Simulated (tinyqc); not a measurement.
Rapid thermal processing of a wafer: radiative balance, ramp and cooling, pattern effects, pyrometer error and spike budget: one step, computed by the program tinyqc. Command: `OMP_NUM_THREADS=1 python tinyqc.py 3112021 3112022 out.jsonl rtp walk`. One thread of a shared host (Intel(R) Xeon(R) Processor @ 2.30GHz), about 0.04 s of CPU time with the checks.

The wafer is opaque and uniform through its thickness unless said otherwise; temperatures in formulas are in kelvin (C + 273.15). sigma = 5.670374419e-12 W/(cm^2 K^4).

Problem. Pyrometer error. Signal proportional to eps/(exp(c2/(lambda T)) - 1), c2 = h c/k_B. If the assumed emissivity is too high by the given error, the reading T' solves (1 + error)/(exp(c2/(lambda T')) - 1) = 1/(exp(c2/(lambda T)) - 1). Wien estimate: T' - T = -lambda T^2 ln(1 + error)/c2. Process rates go as exp(-E_a/(k_B T)).

Inputs (values chosen for the exercise, modelled on a hot silicon wafer):
```
quantity,value,unit
process temperature,1130,C
starting temperature,450,C
pyrometer wavelength,2.3,micrometre
error of the assumed emissivity,4.9,%
activation energy of the process E_a,3.66,eV
```

Constants: h = 6.62607015e-34 J s; c = 299792458 m/s; k_B = 1.380649e-23 J/K; k_B = 8.617333262e-05 eV/K.

Give: c2; c2/(lambda T); reading less true temperature; Wien estimate; rate at T over rate at T', less 1.

Solution.

c2 = 14388 micrometre K

c2/(lambda T) = 4.458

reading less true temperature = -14.73 K

Wien estimate = -15.06 K

rate at T over rate at T', less 1 = 37.87 %

Caution: below about 600 C lightly doped silicon is partly transparent at this wavelength, so its emissivity is not yet the hot value early in the ramp.
